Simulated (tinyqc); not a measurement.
Valley-orbit splitting of a donor ground state, with strain: one step, computed by the program tinyqc.

The basis is the 1s envelope in each valley; energies are counted from the unstrained conduction-band edge. The strain is e_s (a a^T - 1/3) for the unit stress axis a, so valley j along n_j moves by Xi_u e_s w_j with w_j = (n_j.a)^2 - 1/3: +1/6 for x and y, -1/3 for z. The splitting at the zone boundary that a [110] shear adds for <100> valleys is left out.

Question. Levels and ground state under strain. Diagonalise H; the ground vector has positive components. The density at the nucleus, and so the contact hyperfine coupling, scales as (sum_j c_j)^2/(number of valleys), which is 1 without strain; the envelopes are held fixed.

Valleys: six along <100>. Stress axis: [110].

H (meV), rows +x, -x, +y, -y, +z, -z:
```
[[-34.67955, -1.70000, -2.03000, -2.03000, -2.03000, -2.03000],
 [-1.70000, -34.67955, -2.03000, -2.03000, -2.03000, -2.03000],
 [-2.03000, -2.03000, -34.67955, -1.70000, -2.03000, -2.03000],
 [-2.03000, -2.03000, -1.70000, -34.67955, -2.03000, -2.03000],
 [-2.03000, -2.03000, -2.03000, -2.03000, -35.25090, -1.70000],
 [-2.03000, -2.03000, -2.03000, -2.03000, -1.70000, -35.25090]]
```

Give: levels; valley amplitudes of the ground state; hyperfine ratio A/A_0.

Answer.

levels (meV): [-44.696, -33.551, -32.980, -32.980, -32.694, -32.320]

valley amplitudes of the ground state: +x 0.40167, -x 0.40167, +y 0.40167, -y 0.40167, +z 0.42111, -z 0.42111

hyperfine ratio A/A_0 = 0.99950
